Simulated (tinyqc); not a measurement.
Inside a calculation. Method: lattice vibrations of a chain. Computed by tinyqc, a small Python program that keeps every step. Command: `OMP_NUM_THREADS=1 python tinyqc.py 28803 28804 out.jsonl` (the two numbers bound the seeds that draw the settings). One thread of a shared host (Intel(R) Xeon(R) Processor @ 2.60GHz), about 0.01 s of CPU time with the checks.

## Dynamical matrix at q = 0.11

A chain moving along its axis:
```
atom  mass (u)  spring to the next atom (eV/angstrom^2)
1     49.60000                                  3.10000
2     31.90000                                 24.10000
```

q is in units of 2 pi/a. A spring k from atom i to atom j, n cells on, adds k to Phi_ii and Phi_jj, -k exp(2 pi i q n) to Phi_ij and the conjugate to Phi_ji (for one atom a cell: 2k (1 - cos 2 pi q n)); D_ij = Phi_ij / sqrt(m_i m_j).

D(q) (eV/(angstrom^2 u)):
$$\begin{pmatrix}
0.54839 & -0.54477+0.38620i \\
-0.54477-0.38620i & 0.85266
\end{pmatrix}$$

## Frequencies

omega^2 are the eigenvalues; wavenumber = 521.4708 sqrt(eigenvalue) 1/cm.

eigenvalues: [0.01564, 1.38541]

wavenumbers (1/cm): [65.2, 613.8]

weights |e|^2 of the mass-weighted modes, order atom 1, atom 2:
$$\begin{pmatrix}
0.61107 & 0.38893 \\
0.38893 & 0.61107
\end{pmatrix}$$

## Dispersion and heat capacity

C/k_B per atom = mean over q = (j + 1/2)/80, j = 0..39 and all branches of y^2 e^y/(e^y - 1)^2, y = hc wavenumber / k_B T.

Wavenumbers (1/cm):
```
q         branch 1   branch 2
0.00000    0.00000  617.24431
0.06250   37.42152  616.10890
0.12500   73.79932  612.81661
0.18750  108.03934  607.71543
0.25000  138.95181  601.40081
0.31250  165.22570  594.71927
0.37500  185.45862  588.72374
0.43750  198.29614  584.52475
0.50000  202.70627  583.01004
```

Heat capacity:
```
T (K)  C/k_B per atom
20            0.07732
50            0.21109
100           0.37701
200           0.58766
300           0.74276
600           0.91706
1200          0.97773
```

zero-point energy per atom = 22.54141 meV
